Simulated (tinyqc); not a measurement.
Worked calculation: Lorentz oscillators and the Kramers-Kronig relations. Values are carried at full precision from step to step, so a last printed digit may differ when a step is redone from the rounded ones.

eps(E) = 1 + sum_j S_j/(E0_j^2 - E^2 - i G_j E).

Constants: hbar c = 1973.269805 eV angstrom; hbar^2/2m0 = 3.80998211 eV angstrom^2; e^2/(4 pi eps0) = 14.39964547 eV angstrom.

Parameters, chosen for this exercise (line positions loosely like those of Si; Lorentz tails absorb below the gap, where the real solid is clear; the results hold for these values, not for the real material):
- E0 = (3.38, 4.07, 5.25) eV (resonances)
- G = (0.3, 0.41, 1.13) eV (widths)
- S = (40.7, 126.9, 47) eV^2 (strengths)
- E = 5.6 eV (photon energy)
- h = 0.5 eV (grid step)
- M = 36 (grid points E_j = j h)
- i = 11 (grid index at which eps1 is wanted)

## Dielectric function at one energy

Evaluate each oscillator and the sum.

terms: -2.0272+0.1708i  -8.3755+1.2998i  -3.2770+5.4607i

eps(E) = -12.6797+6.9313i
eps(0) = 13.9285

## Optical constants

n + i k = sqrt(eps1 + i eps2) with k >= 0; R = ((n - 1)^2 + k^2)/((n + 1)^2 + k^2) at normal incidence from vacuum; alpha = 2 E k/(hbar c), times 1e8 for 1/cm; loss function Im(-1/eps) = eps2/(eps1^2 + eps2^2).

Convert eps at the photon energy E into the optical constants.

n = 0.9410
k = 3.6831
R = 0.7828
alpha = 2.09e+06 1/cm
loss function = 0.0332
vacuum wavelength hc/E (hc = 1239.841984 eV nm) = 221.4 nm

The intensity falls to 1/e within 4.78 nm. eps1 is negative, so k exceeds n, as in a metal below its plasma energy; R is 0.78.

## Absorptive part on the grid

Tabulate eps2 at E_j = j h.

eps2(E_j), j = 1 .. M: 0.1822  0.4020  0.7210  1.2860  2.6145  8.5819  33.5030  72.7322  17.4873  10.6790  8.0467  3.6540  1.8705  1.1159  0.7369  0.5208  0.3861  0.2966  0.2342  0.1889  0.1551  0.1293  0.1091  0.0931  0.0802  0.0696  0.0609  0.0536  0.0475  0.0422  0.0378  0.0340  0.0306  0.0277  0.0252  0.0230

## eps1 at one grid point

Kramers-Kronig: eps1(E) = 1 + (2/pi) P integral_0^infinity E1 eps2(E1)/(E1^2 - E^2) dE1. Maclaurin rule on the grid E_j = j h, j = 1 .. M: eps1(E_i) = 1 + (4 h/pi) sum over j with j - i odd of E_j eps2(E_j)/(E_j^2 - E_i^2); nothing is added above E_M.

List the terms E_j eps2_j/(E_j^2 - E_i^2) for j - i odd, add them and form eps1.

terms in order of j (1/eV): -0.0137  -0.0980  -1.2116  -20.4161  -10.1705  3.8128  0.4166  0.1235  0.0526  0.0271  0.0157  0.0098  0.0065  0.0045  0.0033  0.0024  0.0018  0.0014

sum = -27.432 1/eV
eps1(E_i) = -16.464

The oscillator formula gives -12.928 at E_i = 5.5 eV. The rule samples every 2h = 1 eV against a narrowest width of 0.3 eV and stops at 18 eV; coarse sampling and the missing tail make the difference.

## The f-sum on the grid

W(E_M) = (2/pi) h sum_j E_j eps2_j, with half weight on the last point; the full integral equals sum S_j = (hbar omega_p)^2, and the electron density follows from (hbar omega_p)^2 = 8 pi c (e^2/(4 pi eps0)) N with c = hbar^2/2m0.

W(E_M) = 221.41 eV^2
sum S = 214.60 eV^2
share reached on this grid (a step near the line widths can inflate it) = 1.032
hbar omega_p = 14.649 eV
N = 1.56e+23 1/cm^3

## Checks

- The value of eps1 at 5.625 eV from a fine, long grid (with the tail of eps2 ~ 1/E^3 added) against the oscillator formula: both -12.6.

Program tinyqc; command `OMP_NUM_THREADS=1 python tinyqc.py 1680735 1680736 out.jsonl`; about 0.2 s on one thread of a shared Intel(R) Xeon(R) Processor @ 2.30GHz.
